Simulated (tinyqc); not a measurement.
One-electron ion in a basis of Gaussians, step by step. Computed by tinyqc, a small Python program that keeps every step. Settings: Z = 2, l = 1. Command: `OMP_NUM_THREADS=1 python tinyqc.py 21498 21499 out.jsonl` (the two numbers bound the seeds that draw the settings). One thread of a shared host (Intel(R) Xeon(R) Processor @ 2.60GHz), about 0.01 s of CPU time with the checks.

## Matrices over normalised Gaussians

exponents of r^l exp(-a r^2) (1/bohr^2): 0.054900  0.177300

Z = 2

l = 1

With p = a_i + a_j and I(k) = Gamma((k+1)/2) / (2 p^((k+1)/2)): S = I(2l+2), T = (2l+3) a_i a_j S / p, V = -Z I(2l+1), each divided by sqrt(S_ii S_jj).

S:
```
          1         2
1  1.000000  0.665688
2  0.665688  1.000000
```

T (hartree):
```
          1         2
1  0.137250  0.139527
2  0.139527  0.443250
```

V (hartree):
```
           1          2
1  -0.498534  -0.482609
2  -0.482609  -0.895907
```

## Generalised eigenproblem

H = T + V (hartree):
```
           1          2
1  -0.361284  -0.343082
2  -0.343082  -0.452657
```

Solve H C = S C e through S^(-1/2); each column has its largest component positive (the first on a tie).

eigenvalues of S: 0.334312  1.665688

eigenvalues (hartree): -0.464030  -0.177372

coefficients:
```
          1          2
1  0.266913   1.313219
2  0.802282  -1.073373
```

For Z = 2 and l = 1 the exact lowest level is -Z^2/(2 n^2) with n = l + 1: -0.500000 hartree.
